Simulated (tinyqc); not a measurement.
Inside a calculation. Method: RHF in the 3-21g basis, for H2, spin multiplicity 1. One step of it, computed by the program tinyqc.

Question. Iteration 2: building the Fock matrix. J_ij = sum D_kl (ij|kl), K_ij = sum D_kl (ik|jl); F = H + J - 0.5 K; E = tr D H + tr D J / 2 - 0.25 tr D K + E_nn.

D after iteration 1:
```
          1H 1s     1H 2s     2H 1s     2H 2s
1H 1s  0.223656  0.026918  0.270960  0.272786
1H 2s  0.026918  0.003240  0.032611  0.032831
2H 1s  0.270960  0.032611  0.328270  0.330481
2H 2s  0.272786  0.032831  0.330481  0.332708
```

core Hamiltonian H = T + V (hartree):
```
           1H 1s      1H 2s      2H 1s      2H 2s
1H 1s  -0.984868  -0.982590  -0.927873  -0.860436
1H 2s  -0.982590  -0.987957  -0.860436  -0.926944
2H 1s  -0.927873  -0.860436  -0.984868  -0.982590
2H 2s  -0.860436  -0.926944  -0.982590  -0.987957
```

Two-electron integrals (ij|kl) in chemists' order, unique and non-zero (hartree):
```
(11|11) 1.140145   (21|11) 0.611403   (21|21) 0.345152   (22|11) 0.626370
(22|21) 0.380329   (22|22) 0.482957   (31|11) 0.501145   (31|21) 0.280893
(31|22) 0.304911   (31|31) 0.275074   (32|11) 0.394157   (32|21) 0.234102
(32|22) 0.280408   (32|31) 0.235339   (32|32) 0.222751   (33|11) 0.751790
(33|21) 0.451526   (33|22) 0.544711   (33|31) 0.501145   (33|32) 0.486393
(33|33) 1.140145   (41|11) 0.486393   (41|21) 0.275265   (41|22) 0.304586
(41|31) 0.235339   (41|32) 0.199370   (41|33) 0.394157   (41|41) 0.222751
(42|11) 0.529286   (42|21) 0.322729   (42|22) 0.414157   (42|31) 0.276930
(42|32) 0.264241   (42|33) 0.529286   (42|41) 0.264241   (42|42) 0.370977
(43|11) 0.451526   (43|21) 0.272244   (43|22) 0.335874   (43|31) 0.280893
(43|32) 0.275265   (43|33) 0.611403   (43|41) 0.234102   (43|42) 0.322729
(43|43) 0.345152   (44|11) 0.544711   (44|21) 0.335874   (44|22) 0.443651
(44|31) 0.304911   (44|32) 0.304586   (44|33) 0.626370   (44|41) 0.280408
(44|42) 0.414157   (44|43) 0.380329   (44|44) 0.482957
```

nuclear repulsion = 0.83334994 hartree

Give: Coulomb J; exchange K; Fock matrix F; total energy of this density.

Answer.

Coulomb J (hartree):
```
        1H 1s   1H 2s   2H 1s   2H 2s
1H 1s  1.6138  0.9353  0.8908  0.7814
1H 2s  0.9353  1.0874  0.8128  0.9978
2H 1s  0.8908  0.8128  1.7341  0.9912
2H 2s  0.7814  0.9978  0.9912  1.1243
```

exchange K (hartree):
```
        1H 1s   1H 2s   2H 1s   2H 2s
1H 1s  1.1823  0.9273  1.1000  0.9282
1H 2s  0.9273  0.8189  0.9918  0.8531
2H 1s  1.1000  0.9918  1.4428  1.0914
2H 2s  0.9282  0.8531  1.0914  0.9187
```

Fock matrix F (hartree):
```
         1H 1s    1H 2s    2H 1s    2H 2s
1H 1s   0.0378  -0.5109  -0.5871  -0.5431
1H 2s  -0.5109  -0.3099  -0.5435  -0.3557
2H 1s  -0.5871  -0.5435   0.0279  -0.5371
2H 2s  -0.5431  -0.3557  -0.5371  -0.3230
```

total energy of this density = -1.073508 hartree
